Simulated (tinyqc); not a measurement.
Worked calculation: lattice vibrations of a chain. One step of it, computed by the program tinyqc.

Question. Dynamical matrix at q = 0.44. q is in units of 2 pi/a. A spring k from atom i to atom j, n cells on, adds k to Phi_ii and Phi_jj, -k exp(2 pi i q n) to Phi_ij and the conjugate to Phi_ji (for one atom a cell: 2k (1 - cos 2 pi q n)); D_ij = Phi_ij / sqrt(m_i m_j).

A chain moving along its axis:
```
atom   mass (u)  spring to the next atom (eV/angstrom^2)
1     21.800000                                 4.300000
2     24.200000                                17.400000
```

Give: D(q).

Answer.

D(q) (eV/(angstrom^2 u)):
```
[[0.9954, 0.5171+0.2789i],
 [0.5171-0.2789i, 0.8967]]
```
